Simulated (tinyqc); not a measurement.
Inside a calculation. Method: Pariser-Parr-Pople SCF with singles CI, for the molecule C=CC=CC=CN=C (SMILES; centres numbered as the heavy atoms are written). One step of it, computed by the program tinyqc.

Task: Iteration 1: Fock matrix. F_rr = H_rr + P_rr gamma_rr / 2 + sum_(s != r) P_ss gamma_rs; F_rs = H_rs - P_rs gamma_rs / 2; E = tr P (H + F) / 2 + core repulsion sum_(r<s) z_r z_s gamma_rs.

P at the start, order 1C, 2C, 3C, 4C, 5C, 6C, 7N, 8C:
```
[[1.000000, 0.861973, 0.000000, -0.366984, 0.000000, 0.262655, 0.000000, -0.230951],
 [0.861973, 1.000000, 0.494989, 0.000000, -0.104329, 0.000000, 0.033243, 0.000000],
 [0.000000, 0.494989, 1.000000, 0.757644, 0.000000, -0.332129, 0.000000, 0.265806],
 [-0.366984, 0.000000, 0.757644, 1.000000, 0.529844, 0.000000, -0.102783, 0.000000],
 [0.000000, -0.104329, 0.000000, 0.529844, 1.000000, 0.754204, 0.000000, -0.373574],
 [0.262655, 0.000000, -0.332129, 0.000000, 0.754204, 1.000000, 0.501876, 0.000000],
 [0.000000, 0.033243, 0.000000, -0.102783, 0.000000, 0.501876, 1.000000, 0.858167],
 [-0.230951, 0.000000, 0.265806, 0.000000, -0.373574, 0.000000, 0.858167, 1.000000]]
```

core matrix H (eV), order 1C, 2C, 3C, 4C, 5C, 6C, 7N, 8C:
```
[[-30.710221, -2.680000, 0.000000, 0.000000, 0.000000, 0.000000, 0.000000, 0.000000],
 [-2.680000, -34.594493, -2.680000, 0.000000, 0.000000, 0.000000, 0.000000, 0.000000],
 [0.000000, -2.680000, -36.792162, -2.680000, 0.000000, 0.000000, 0.000000, 0.000000],
 [0.000000, 0.000000, -2.680000, -37.738649, -2.680000, 0.000000, 0.000000, 0.000000],
 [0.000000, 0.000000, 0.000000, -2.680000, -37.769374, -2.680000, 0.000000, 0.000000],
 [0.000000, 0.000000, 0.000000, 0.000000, -2.680000, -36.898672, -2.810000, 0.000000],
 [0.000000, 0.000000, 0.000000, 0.000000, 0.000000, -2.810000, -37.941142, -2.810000],
 [0.000000, 0.000000, 0.000000, 0.000000, 0.000000, 0.000000, -2.810000, -30.828807]]
```

repulsion gamma_rs (eV), order 1C, 2C, 3C, 4C, 5C, 6C, 7N, 8C:
```
[[11.130000, 5.345504, 3.872202, 2.880878, 2.343816, 1.946733, 1.693280, 1.467807],
 [5.345504, 11.130000, 5.346849, 3.872231, 2.881414, 2.343827, 1.964156, 1.680513],
 [3.872202, 5.346849, 11.130000, 5.344561, 3.872202, 2.880878, 2.368736, 1.946733],
 [2.880878, 3.872231, 5.344561, 11.130000, 5.345808, 3.872202, 2.919152, 2.343816],
 [2.343816, 2.881414, 3.872202, 5.345808, 11.130000, 5.344561, 3.940694, 2.880878],
 [1.946733, 2.343827, 2.880878, 3.872202, 5.344561, 11.130000, 5.478268, 3.872202],
 [1.693280, 1.964156, 2.368736, 2.919152, 3.940694, 5.478268, 12.300000, 5.476857],
 [1.467807, 1.680513, 1.946733, 2.343816, 2.880878, 3.872202, 5.476857, 11.130000]]
```

Centres (angstrom, eV; a flat drawing with bonds scaled to 1.40 angstrom):
```
centre          x          y  core charge z          W   gamma_rr
1C      -4.252000  -0.231000              1  11.160000  11.130000
2C      -3.020000   0.434000              1  11.160000  11.130000
3C      -1.828000  -0.299000              1  11.160000  11.130000
4C      -0.596000   0.367000              1  11.160000  11.130000
5C       0.596000  -0.367000              1  11.160000  11.130000
6C       1.828000   0.299000              1  11.160000  11.130000
7N       3.020000  -0.434000              1  14.100000  12.300000
8C       4.252000   0.231000              1  11.160000  11.130000
```

Give: F; pi energy.

Result:

F (eV), order 1C, 2C, 3C, 4C, 5C, 6C, 7N, 8C:
```
[[-5.5950, -4.9838, 0.0000, 0.5286, 0.0000, -0.2557, 0.0000, 0.1695],
 [-4.9838, -5.5950, -4.0033, 0.0000, 0.1503, 0.0000, -0.0326, 0.0000],
 [0.0000, -4.0033, -5.5950, -4.7046, 0.0000, 0.4784, 0.0000, -0.2587],
 [0.5286, 0.0000, -4.7046, -5.5950, -4.0962, 0.0000, 0.1500, 0.0000],
 [0.0000, 0.1503, 0.0000, -4.0962, -5.5950, -4.6954, 0.0000, 0.5381],
 [-0.2557, 0.0000, 0.4784, 0.0000, -4.6954, -5.5950, -4.1847, 0.0000],
 [0.0000, -0.0326, 0.0000, 0.1500, 0.0000, -4.1847, -7.9500, -5.1600],
 [0.1695, 0.0000, -0.2587, 0.0000, 0.5381, 0.0000, -5.1600, -5.5950]]
```

pi energy = -105.4408 eV
